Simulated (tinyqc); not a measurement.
Undoped symmetric double-gate MOSFET, analytic potential model: one step of the calculation.

An undoped body of thickness ts between two equal insulators and tied gates; long channel, electrons only, n = ni exp((psi - V)/Vt) with V the quasi-Fermi potential (0 at the source, Vd at the drain), constant mobility, no quantisation. Across the body psi(x) = V - 2 Vt ln[(ts/(2 beta)) sqrt(q ni/(2 eps0 eps_r Vt)) cos(2 beta x/ts)], x from the centre. Q is the electron charge per area of the whole body.

Task. Potential and electron density across the body at the source. psi(x) as above with V = 0 and beta = beta_s; n = ni exp(psi/Vt).

Inputs (values chosen for the exercise); material values close to those of silicon:
```
symbol,value,unit,meaning
T,300,K,temperature
eps_r,11.8,,relative permittivity of the semiconductor
ts,25,nm,body thickness
```

Constants: q = 1.602176634e-19 C, kB = 1.380649e-23 J/K, Vt = kB T/q, eps0 = 8.8541878128e-14 F/cm where lengths are in cm. Results are converted to the units shown.

x/ts, point 0 to 6: 0  0.1  0.2  0.3  0.4  0.45  0.5
beta_s = 0.023014742
ni = 1.5659851e10 cm^-3

Find: psi; n.

Result.

```
point  psi (V)  n (cm^-3)
0       0.2300   1.143e14
1       0.2300   1.143e14
2       0.2300   1.143e14
3       0.2300   1.143e14
4       0.2300   1.143e14
5       0.2300   1.143e14
6       0.2300   1.144e14
```

The density at the surface is 1.00 times that at the centre (1/cos^2 beta).

Numbers from tinyqc (`OMP_NUM_THREADS=1 python tinyqc.py 2440170 2440171 out.jsonl`; about 0.02 s on one thread of a shared Intel Xeon 2.30GHz).
